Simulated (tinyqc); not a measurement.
# Worked calculation: input admittance of a MOSFET at zero drain bias: distributed channel and distributed gate

Program tinyqc, `OMP_NUM_THREADS=1 python tinyqc.py 2262133 2262134 out.jsonl`; Intel Xeon 2.30GHz, shared host, one thread, about 0.01 s. Printed values are rounded.

Source and drain grounded, strong inversion, w = 2 pi f, Cox = eps0 eox/tox. The channel is an RC line of resistance 1/(mu Cox Vo) per square fed from both ends, so one finger has the intrinsic admittance y = i w Cox L tanh(g)/g per width, g = (1/2) sqrt(i w tau), tau = L^2/(mu Vo). The vertical resistance rv/L is in series with y, the overlaps 2 i w Cov in parallel: y_t = 1/(1/y + rv/L) + 2 i w Cov. The gate strip is a line of Rsh/L per length loaded by y_t, so a finger has Y = y_t Wf tanh(k)/k, k = (Wf/sd) sqrt(y_t Rsh/L); the device has Nf Y.

Parameters, values chosen for the exercise; values of the order met in silicon radio-frequency transistors:

| symbol | value | unit | meaning |
|---|---|---|---|
| eox | 3.9 |  | relative permittivity of the gate insulator (close to silicon dioxide) |
| tox | 3.4 | nm | insulator thickness |
| L | 0.97 | um | channel length |
| Wf | 0.95 | um | finger width |
| Nf | 8 |  | number of fingers |
| mu | 100 | cm^2/(V s) | channel mobility |
| Vo | 0.49 | V | gate overdrive |
| Rsh | 6 | ohm/square | sheet resistance of the gate |
| rv | 0 | ohm um^2 | vertical resistivity of the gate stack |
| sd | 2 |  | number of ends at which a finger is contacted |
| Cov | 0.27 | fF/um | overlap and fringe capacitance on each side |
| f | 1.8 | GHz | frequency |

Constants: eps0 = 8.8541878128e-14 F/cm where lengths are in cm. Results are converted to the units shown.

## Low-frequency resistances and capacitance

Low-frequency limits, with c = Cox L and ct = c + 2 Cov: R_strip = Rsh Wf/(3 sd^2 L Nf), R_ch = (c/ct)^2 L/(12 mu Cox Vo Wf Nf), R_vert = (c/ct)^2 rv/(L Wf Nf), C = ct Wf Nf.

parts (ohm): strip 0.0612113, channel 192.086, vertical 0
sum = 192.147 ohm
C = 78.9761 fF
1/(2 pi R C) = 10.4880 GHz

The channel term is the largest, 100 % of the sum.

## Admittance of the channel and stack per width

tau, g, c = Cox L, y and y_t as defined.

tau = 192.020 ps
g = 0.521021+0.521021i
c = 9.85159 fF/um
y = 19.246+107.242i uS/um
y_t = 19.246+113.349i uS/um

w tau = 2.17, and Im y is 0.963 of w c.

## Input impedance of the device

k and Y as defined; Z = 1/(Nf Y) = R + 1/(i w C); Q = |Im Z|/R; signal at the point farthest from a contact |1/cosh k|.

k = (9.67772+8.17300i) x 1e-3
Nf Y = 0.146315+0.861437i mS
R = 191.642 ohm
C = 78.3651 fF
Q = 5.88756
signal at the far point = 0.999987

R is 0.26 % below its low-frequency limit and C is 0.77 % below its own.
